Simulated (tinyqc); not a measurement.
Magnetisation curve: two coupled magnetic layers: synthetic antiferromagnet, spin flop, exchange bias and magnetoresistance. Computed by tinyqc, a small Python program. Command: `OMP_NUM_THREADS=1 python tinyqc.py 3027997 3027998 out.jsonl saf walk`. One thread of a shared host (Intel(R) Xeon(R) Processor @ 2.30GHz), about 0.3 s of CPU time with the checks.

Moments lie in the plane at the angles p1, p2 from the field. Energy per area: E = J1 cos(p1 - p2) + J2 cos^2(p1 - p2) - B M_s (t1 cos p1 + t2 cos p2) + K (t1 sin^2 p1 + t2 sin^2 p2).

Inputs (values chosen for the exercise, for a model stack): saturation magnetisation M_s = 1250 kA/m; thickness t1 = 4.2 nm; thickness t2 = 3.5 nm; antiferromagnetic coupling J1 = 1.2 mJ/m^2; biquadratic coupling J2 = 0 mJ/m^2; in-plane anisotropy K = 0.68 kJ/m^3; field over the saturation field = 0.3.

Field direction: along the easy axis.

Method. The parallel state is stable while the Hessian at p1 = p2 = 0 is positive: with c = J1 + 2 J2 and u = B M_s + 2K, (u t1 - c)(u t2 - c) > c^2, so B_sat M_s = c (1/t1 + 1/t2) - 2K. B_K = 2K/M_s. The lowest minimum of E over both angles (from five starts; of two mirror images the one with p1 >= 0, and for equal layers |p1| <= |p2|).

saturation field B_sat = 501.769 mT

Equilibrium states:
```
B/B_sat  B (mT)  p1 (degrees)  p2 (degrees)  m/m_sat
0.02      10.04         0.000       -180.00   0.0909
0.06      30.11         0.000       -180.00   0.0909
0.12      60.21        23.762       -150.04   0.1054
0.20     100.35        51.663       -108.05   0.1975
0.30     150.53        56.085        -90.63   0.2993
0.45     225.80        53.215        -74.28   0.4498
0.60     301.06        46.435        -60.47   0.5999
0.80     401.42        33.120        -40.98   0.8000
0.95     476.68        16.554        -19.99   0.9500
1.10     551.95         0.000          0.00   1.0000
```

What does the comparison show, and why?

The collinear state is the lowest in 2 row(s), with m/m_sat = (t1 - t2)/(t1 + t2) = 0.091; then the moments are canted and close at B_sat. The largest gap between m/m_sat and B/B_sat in the canted rows is 0.015.

Extremes, crossings and ranges named in words are read from the listed rows.
